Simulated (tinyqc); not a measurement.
Inside a calculation. Model: molecular dynamics of a small cluster by velocity Verlet steps. Computed by tinyqc, a small Python program that keeps every step. Command: `OMP_NUM_THREADS=1 python tinyqc.py 3021248 3021249 out.jsonl verlet walk`. One thread of a shared host (Intel(R) Xeon(R) Processor @ 2.30GHz), about 0.1 s of CPU time with the checks. Intermediate numbers are printed to about 6 digits and carried at full precision; extremes and crossings named in words are read from the listed rows.

E = sum_(i<j) phi(r_ij), phi(r) = eps [exp(-2 alpha (r - r0)) - 2 exp(-alpha (r - r0))]; the force on i is -sum_j phi'(r_ij) (R_i - R_j)/r_ij.

Inputs (values chosen for the exercise, for model atoms): length r0 = 2.43 angstrom; well depth eps = 0.36 eV; stiffness alpha = 2.24 1/angstrom; atomic mass M = 27.5 u; time step dt = 5.6 fs; steps = 200.

Potential: Morse. Thermostat: none.

starting positions (angstrom), rows atom 1, atom 2, atom 3, columns x, y, z:
```
[[-0.02, -0.01, 0],
 [2.4, -0.03, 0],
 [1.2, 2.17, 0.01]]
```

starting velocities (angstrom/fs), rows atom 1, atom 2, atom 3, columns x, y, z:
```
[[-0.00144, 0.00033, -0.0019],
 [-0.00168, 6e-05, -0.0011],
 [0.00312, -0.0004, 0.00301]]
```

Constants: 1 eV/(angstrom u) = 9.648533212e-03 angstrom/fs^2; k_B = 8.617333262e-05 eV/K.

## State at the start

Velocity Verlet: a = c F/M with c = 9.648533212e-3 angstrom/fs^2 per eV/(angstrom u); R(new) = R + v dt + a dt^2/2; v(new) = v + (a + a(new)) dt/2. Kinetic energy K = M v^2/(2c); temperature T = 2K/((3N - 3) k_B), rotation of the cluster included.

forces (eV/angstrom), rows atom 1, atom 2, atom 3, columns x, y, z:
```
[[0.058711, 0.171405, 0.000785],
 [-0.064939, 0.186658, 0.000850],
 [0.006228, -0.358063, -0.001635]]
```

potential energy = -1.06377 eV

kinetic energy = 0.0410183 eV

temperature = 158.666 K

## Step 1

The formulas are those given above.

positions after step 1 (angstrom), rows atom 1, atom 2, atom 3, columns x, y, z:
```
[[-0.02774, -0.00721, -0.01064],
 [2.39023, -0.02864, -0.00616],
 [1.21751, 2.16579, 0.02685]]
```

new forces (eV/angstrom), rows atom 1, atom 2, atom 3, columns x, y, z:
```
[[0.059756, 0.182926, 0.003065],
 [-0.036877, 0.152518, 0.002383],
 [-0.022879, -0.335443, -0.005448]]
```

velocities after step 1 (angstrom/fs), rows atom 1, atom 2, atom 3, columns x, y, z:
```
[[-0.00132362, 0.00067809, -0.00189622],
 [-0.00178002, 0.00039320, -0.00109682],
 [0.00310364, -0.00108130, 0.00300304]]
```

total energy = -1.02279 eV

## Step 2

The formulas are those given above.

positions after step 2 (angstrom), rows atom 1, atom 2, atom 3, columns x, y, z:
```
[[-0.03482, -0.00241, -0.02124],
 [2.38006, -0.02560, -0.01228],
 [1.23476, 2.15789, 0.04363]]
```

new forces (eV/angstrom), rows atom 1, atom 2, atom 3, columns x, y, z:
```
[[0.051541, 0.185111, 0.005331],
 [0.003052, 0.102163, 0.002841],
 [-0.054593, -0.287274, -0.008173]]
```

velocities after step 2 (angstrom/fs), rows atom 1, atom 2, atom 3, columns x, y, z:
```
[[-0.00121428, 0.00103965, -0.00188797],
 [-0.00181325, 0.00064340, -0.00109169],
 [0.00302753, -0.00169305, 0.00298966]]
```

total energy = -1.02286 eV

## Fastest vibration

Relax the cluster, diagonalise the Hessian (central differences): omega_max = sqrt(c lambda_max/M). Verlet steps are stable for omega_max dt < 2.

omega_max = 0.0616650 1/fs

shortest period = 101.892 fs

omega_max dt = 0.345324

The step is 1/18.2 of the shortest period.

## The trajectory

Spread = largest minus smallest value. The test of the step is the spread (largest minus smallest) of the total energy over the run without thermostat, against the spread of K; the step passes below 5 %. The mean T is over the second half.

Course of the run (evenly spaced rows):
```
step  t (fs)    U (eV)     K (eV)  U + K (eV)    T (K)
0        0.0  -1.06377  0.0410183    -1.02275  158.666
14      78.4  -1.07433  0.0513924    -1.02294  198.795
28     156.8  -1.07025  0.0474057    -1.02284  183.373
42     235.2  -1.07656  0.0535163    -1.02304  207.010
56     313.6  -1.06347  0.0406834    -1.02278  157.370
70     392.0  -1.06867  0.0458471    -1.02282  177.344
84     470.4  -1.06486  0.0420866    -1.02278  162.798
98     548.8  -1.06837  0.0454656    -1.02290  175.869
112    627.2  -1.05791  0.0351596    -1.02275  136.004
126    705.6  -1.06336  0.0405765    -1.02278  156.957
140    784.0  -1.06023  0.0375506    -1.02268  145.252
154    862.4  -1.06457  0.0418045    -1.02276  161.707
168    940.8  -1.05952  0.0367830    -1.02274  142.283
182   1019.2  -1.07177  0.0487667    -1.02301  188.638
196   1097.6  -1.07026  0.0474127    -1.02285  183.400
```

spread of the total energy = 4.20169e-04 eV

spread of the total over spread of K = 0.0215868

mean temperature = 174.050 K

The total energy keeps within 2.2 % of the swings of K, so the step passes.

## Energy conservation against the time step

Runs without thermostat over the same span of time, steps x dt; spread = largest minus smallest value. For contrast, the energy gained over the first 30 dt (dt of the inputs) by explicit Euler steps: R(new) = R + v dt, v(new) = v + a dt.

Energy error (eV):
```
dt (fs)  omega_max dt  Verlet, spread of U + K  Euler, gain in U + K
0.7           0.04317              6.88957e-06               0.00760
1.4           0.08633              2.74411e-05               0.01783
2.8           0.17266              1.09153e-04               0.05007
5.6           0.34532              4.20169e-04               0.19684
11.2          0.69065              1.66264e-03               0.53460
16.8          1.03597              4.25841e-03               1.52554
```

The Verlet error grows as dt^1.99 between the first rows, the second order of the method. Euler steps gain energy steadily: over that short span the gain in the first row is already 1100 times the Verlet spread of the whole run, and it grows as dt^1.23, tending to the first order of that method as dt shrinks. Caution: where the Euler gain approaches or exceeds the binding energy the cluster has blown apart.

Checks made by the program: time reversal over 50 steps (relative difference below 1e-10).
